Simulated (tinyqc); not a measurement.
Tight-binding t2g bands of a cubic perovskite, step by step. Values are carried at full precision from step to step, so a last printed digit may differ when a step is redone from the rounded ones.

Orbitals yz, zx, xy (X, Y, Z below) times spin. E_xy = Dt + 2t (2 - cos x - cos y) + 2 td (1 - cos z) + 4 t2 (1 - cos x cos y) with x = kx a and so on; yz and zx follow by cyclic change, without Dt. Spin-orbit term -(Dso/3) L.sigma + Dso/3 with (L_k)_ij = -i epsilon_kij in X, Y, Z: for Dt = 0 the quartet lies at 0 and the doublet at Dso.

Constants: hbar^2/2m0 = 3.80998211 eV angstrom^2.

Values chosen for the exercise (of the size met in SrTiO3 and KTaO3; the results hold for these values, not for the real material): t = 0.327 eV (strong hopping); td = 0.018 eV (weak hopping); t2 = 0.069 eV (diagonal hopping in the plane of the orbital); Dt = 0 eV (shift of xy (tetragonal field or confinement)); k = (0.1, 0.07, 0) 2 pi/a (wave vector); Dso = 0.268 eV (spin-orbit splitting at Gamma); a = 3.962 angstrom (lattice constant).

## Orbital energies

Evaluate the three bands without spin-orbit coupling.

energies (eV): yz 0.0954, zx 0.1810, xy 0.2611

## The Hamiltonian

Add the spin-orbit term; + and - are the spin along z.

H(k) (eV):
```
          yz+       zx+      xy+      yz-       zx-      xy-
yz+    0.1847   0.0893i        0        0         0  -0.0893
zx+  -0.0893i    0.2704        0        0         0  0.0893i
xy+         0         0   0.3504   0.0893  -0.0893i        0
yz-         0         0   0.0893   0.1847  -0.0893i        0
zx-         0         0  0.0893i  0.0893i    0.2704        0
xy-   -0.0893  -0.0893i        0        0         0   0.3504
```

## Levels and orbital weights

Diagonalise; the levels are twofold; weights summed over spin and averaged over the pair.

levels (eV): 0.1233  0.2186  0.4636

weights:
```
    pair 1  pair 2  pair 3
yz   0.784   0.050   0.167
zx   0.184   0.533   0.283
xy   0.032   0.417   0.551
```

The lowest pair is 78 % yz.

## Light and heavy masses without spin-orbit coupling

Along an axis in the plane of the orbital m/m0 = c/((t + 2 t2) a^2), and normal to it c/(td a^2); c = hbar^2/2m0.

masses (m0): light 0.522, heavy 13.484

ratio heavy/light = 25.83

## Levels at Gamma

At k = 0 the j_z = 3/2 pair stays at 0, and the other two pairs are E = (Dso + Dt)/2 -/+ sqrt((Dso + Dt)^2/4 - 2 Dso Dt/3).

levels at Gamma (eV): 0.0000  0.0000  0.2680

## Checks

- Levels at Gamma from the formula against the matrix: they agree to 1e-10 or better.

Computed by tinyqc, a small Python program: `OMP_NUM_THREADS=1 python tinyqc.py 1480541 1480542 out.jsonl` (the numbers bound the seed that draws the inputs); one thread of a shared host (Intel(R) Xeon(R) Processor @ 2.30GHz), about 0.01 s for the whole set of steps.
